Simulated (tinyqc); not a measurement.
# Stacked nanosheet transistor, parasitic resistance, capacitance and delay: effect of the spacer length

Ns sheets share one contact on top; each has perimeter p = 2 (Ws + ts) and cross-section A = Ws ts; contact width Wc = Ws + 10 nm, stack height Hs = Ns pv. Sheet 1 is the top one. Contact length Lc = CPP - Lg - 2 Lsp, shared by two neighbouring gates. Source and drain sides are equal. The formulas are first-order estimates, not field solutions.

Epitaxy sheet resistance Rsh = re/te, transfer length LT = sqrt(rc/Rsh), contact Rc = [sqrt(rc Rsh)/Wc] coth(Lc/(2 LT)); extension of one sheet Rx = rx Lsp/A. With N sheets: gate Cg = Cinv p N Lg; per side, plate Cp = ks eps0 [Wc (Hs + Hc) - N A]/Lsp, top fringe Cf = (2/pi) ks eps0 Wc ln(1 + Lg/(2 Lsp)), overlap Co = Cinv p N Lov. One sheet: I = p Q vx u/(1 + |u|^1.8)^(1/1.8), Q = Cinv n Vt ln(1 + exp((Vg' - VT + dl Vd')/(n Vt))), u = Vd' mu/(vx Lg), Vg' = Vgs - v, Vd' = Vds - 2 v, with the drop on each side v_j = Rc sum I + rv (sum over levels k = 2..j of the current of sheets k..Ns) + Rx I_j. Ieff = [I(Vgs = Vdd, Vds = Vdd/2) + I(Vdd/2, Vdd)]/2, total currents. With Cs = Cp + Cf + Co, the load of an inverter of two such devices driving an equal one is CL = 2 (Cg + 2 Cs) + 4 Cs + Cw (own drains counted twice for the Miller effect); delay CL Vdd/(2 Ieff).

Parameters, values chosen for the exercise; values close to those of silicon logic devices:

| symbol | value | unit | meaning |
|---|---|---|---|
| T | 300 | K | temperature |
| Ns | 3 |  | number of sheets |
| Ws | 20 | nm | sheet width |
| ts | 5 | nm | sheet thickness |
| pv | 14 | nm | vertical pitch of the sheets |
| rv | 213 | ohm | vertical resistance between sheet levels |
| CPP | 70 | nm | contacted gate pitch |
| Lg | 14 | nm | gate length |
| ks | 3.3 |  | relative permittivity of the spacer |
| Hc | 15 | nm | gate height above the channel stack |
| rc | 8.8e-10 | ohm cm^2 | contact resistivity |
| re | 0.00079 | ohm cm | resistivity of the source-drain epitaxy |
| te | 20 | nm | current-carrying depth of the epitaxy |
| rx | 0.0014 | ohm cm | resistivity of the extension |
| Lov | 1 | nm | gate overlap |
| Cinv | 2.4 | uF/cm^2 | inversion capacitance |
| vx | 1.3e7 | cm/s | injection velocity |
| mu | 260 | cm^2/(V s) | apparent mobility |
| VT | 0.2 | V | threshold at zero drain voltage |
| dl | 0.038 | V/V | barrier lowering |
| n | 1.08 |  | subthreshold factor |
| Cw | 0.06 | fF | wire load |
| Vdd | 0.6 | V | supply voltage |

Constants: q = 1.602176634e-19 C, kB = 1.380649e-23 J/K, eps0 = 8.8541878128e-12 F/m, Vt = kB T/q. Results are converted to the units shown.

Effect of the spacer length:

| Lsp (nm) | Rc (ohm) | Rx/N (ohm) | Ieff (uA) | CL (aF) | delay (ps) |
|---|---|---|---|---|---|
| 2 | 209.0 | 93.33 | 97.03 | 361.1 | 1.116 |
| 3 | 210.8 | 140.0 | 94.62 | 304.8 | 0.9665 |
| 4 | 213.0 | 186.7 | 92.26 | 276.5 | 0.8991 |
| 5 | 215.4 | 233.3 | 89.95 | 259.4 | 0.8653 |
| 6 | 218.3 | 280.0 | 87.67 | 248.0 | 0.8486 |
| 8 | 225.5 | 373.3 | 83.23 | 233.6 | 0.8421 |
| 10 | 235.2 | 466.7 | 78.92 | 224.9 | 0.8551 |
| 12 | 248.7 | 560.0 | 74.72 | 219.1 | 0.8797 |

Read the table: what changes, and by how much?

As Lsp goes from 2 to 12 nm, Ieff falls from 97.0 to 74.7 uA, CL falls from 361 to 219 aF and the delay goes from 1.12 through a minimum of 0.842 (at Lsp = 8 nm among the rows listed) to 0.880 ps. A thin spacer costs capacitance, a thick one resistance and contact length, hence the minimum. For Lsp = 2 to 3 nm the spacer is under 3.5 nm, where leakage and breakdown between gate and contact would forbid it.

tinyqc, about 0.1 s, one thread, Intel Xeon 2.30GHz (shared host): `OMP_NUM_THREADS=1 python tinyqc.py 2170164 2170165 out.jsonl`
